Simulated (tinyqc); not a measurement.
# Transfer-length model of a contact: effects of single changes

A metal contact of length d and width W on a thin layer of the same width. The metal has no resistance, the sheet resistance under it equals Rsh, and current enters the layer at the front edge x = 0.

Parameters, values chosen for the exercise:
```
symbol   value      unit                                      meaning
Rsh        630    ohm/sq  sheet resistance of the semiconductor layer
rc      9.7e-9  ohm cm^2                 specific contact resistivity
d        0.023        um                               contact length
W         0.36        um                                contact width
```

Each table varies one quantity; the others keep the values above.

## Effect of the sheet resistance

Transfer length Lt = sqrt(rc/Rsh); front resistance Rc = (Rsh Lt/W) coth(d/Lt); end resistance Re = (Rsh Lt/W)/sinh(d/Lt).

Effect of the sheet resistance:
```
Rsh (ohm/sq),Lt (um),d/Lt,Rc W (ohm um),Re W (ohm um)
28,0.18613,0.12357,42.388,42.067
68,0.11943,0.19257,42.694,41.914
170,0.075537,0.30449,43.469,41.529
410,0.048640,0.47286,45.271,40.642
1000,0.031145,0.73849,49.576,38.571
2500,0.019698,1.1676,59.798,33.923
6000,0.012715,1.8089,80.497,25.687
15000,0.0080416,2.8601,121.42,13.859
```

Read the table: what changes, and by how much?

Rc W rises from 42.4 to 121 ohm um while Re W falls from 42.1 to 13.9 ohm um; for Rsh going to zero both tend to rc/d = 42.2 ohm um. A larger Rsh shortens Lt and crowds the current to the front edge. In 3 of the 8 rows Lt is below 20 nm, near the thickness of a real layer, where current spreads in depth and the line model fails.

## Effect of the contact length

Same model as above.

Results:
```
d (um),d/Lt,Rc W (ohm um),rc/d (ohm um),Re/Rc
0.0067,0.17075,146.18,144.78,0.98560
0.011,0.28033,90.480,88.182,0.96195
0.027,0.68809,41.425,35.926,0.80242
0.042,1.0704,31.308,23.095,0.61362
0.067,1.7075,26.401,14.478,0.35110
0.11,2.8033,24.903,8.8182,0.12077
0.17,4.3324,24.729,5.7059,0.026266
```

Estimate the missing row, d = 0.017 um.

Computed row:
```
d (um),d/Lt,Rc W (ohm um),rc/d (ohm um),Re/Rc
0.017,0.43324,60.585,57.059,0.91297
```

With this row back in the table: Rc W falls from 146 to 24.7 ohm um, as d^(-0.97) between the first two rows. It levels off at sqrt(rc Rsh) = 24.7 ohm um and, among the rows, is within 5 % of that from d = 0.11 um on (Lt = 0.0392 um): metal beyond two transfer lengths lowers Rc by less than 4 %.

Program tinyqc, `OMP_NUM_THREADS=1 python tinyqc.py 2760167 2760168 out.jsonl`; Intel Xeon 2.30GHz, shared host, one thread, about 0.01 s.
